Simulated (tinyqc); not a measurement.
Worked calculation: two-node Weyl semimetal on a cubic lattice and its slab. Values are carried at full precision from step to step, so a last printed digit may differ when a step is redone from the rounded ones.

H = d.s with dx = t sin kx, dy = t sin ky, dz = m (2 - cos kx - cos ky) + M(kz), M = tz (cos k0 - cos kz), k in 1/a. Nodes at (0, 0, +/-k0). Berry curvature of the lower band along z: Omega = d.(dd/dkx x dd/dky)/(2|d|^3), in the sense curl of i<u|grad u>.

Parameters, chosen for this exercise:
- t = 1.09 eV (hopping in sx and sy)
- m = 1.34 eV (mass term)
- tz = 1.01 eV (hopping along z)
- k0 = 1.43 1/a (position of the nodes)
- k = (-0.27, -0.04, 1.44) 1/a (wave vector)
- N = 4 (layers of the small slab)
- ky = 0.16 1/a
- kz = 0.17 1/a

## One k point

Form M, d, E = -/+ |d| and Omega.

M(kz) = 0.0100 eV

dx, dy, dz (eV): -0.2907  -0.0436  0.0596

|E| = 0.3000 eV
Omega = -0.8782 a^2

## The nodes

Near (0,0,+/-k0): d = (t qx, t qy, +/- tz sin(k0) qz). The chirality is the sign of the product of the three velocities. Each plane of fixed kz with -2m < M < 0 has Chern number -1 in the sense above, so the sum over planes gives sigma_xy of size (e^2/h) 2 k0/(2 pi a).

velocities at +k0 (eV a): 1.0900  1.0900  1.0000

chirality: +k0 1, -k0 -1

|sigma_xy| = 0.4552 e^2/(h a)
M(0) = -0.8683 eV

## The slab at one surface momentum

Slab of N layers along x with hard walls: layer block t sin(ky) sy + (m (2 - cos ky) + M(kz)) sz, block to the next layer t sx/(2i) - m sz/2.

Fill in the matrix.

H (eV):
```
         1+        1-        2+        2-        3+        3-        4+        4-
1+   0.5034  -0.1737i   -0.6700  -0.5450i         0         0         0         0
1-  0.1737i   -0.5034  -0.5450i    0.6700         0         0         0         0
2+  -0.6700   0.5450i    0.5034  -0.1737i   -0.6700  -0.5450i         0         0
2-  0.5450i    0.6700   0.1737i   -0.5034  -0.5450i    0.6700         0         0
3+        0         0   -0.6700   0.5450i    0.5034  -0.1737i   -0.6700  -0.5450i
3-        0         0   0.5450i    0.6700   0.1737i   -0.5034  -0.5450i    0.6700
4+        0         0         0         0   -0.6700   0.5450i    0.5034  -0.1737i
4-        0         0         0         0   0.5450i    0.6700   0.1737i   -0.5034
```

## Levels and layer weights of the middle pair

Diagonalise; sum the weights over the two components of each layer.

levels (eV): -1.7003  -1.3256  -0.9652  -0.1742  0.1742  0.9652  1.3256  1.7003

weights:
```
       layer 1  layer 2  layer 3  layer 4
lower    0.849    0.146    0.004    0.001
upper    0.001    0.004    0.146    0.849
```

The matrix belongs to ky = 0.16, kz = 0.17, where the mass m (1 - cos ky) + M(kz) is -0.8366 eV and t sin(ky) = 0.1737 eV. A negative mass binds arc states at -/+ t sin(ky) on opposite faces; here one outer layer holds 85 % and the other 0 %, and the overlap across the thin slab moves the level by +0.5 meV.

## Checks

- Omega from the formula against a plaquette of side 1e-4: both -0.8782.
- C of the plane kz = 0 against -1: both -1.00.

Computed by tinyqc, a small Python program: `OMP_NUM_THREADS=1 python tinyqc.py 1450094 1450095 out.jsonl` (the numbers bound the seed that draws the inputs); one thread of a shared host (Intel(R) Xeon(R) Processor @ 2.30GHz), about 0.2 s for the whole set of steps.
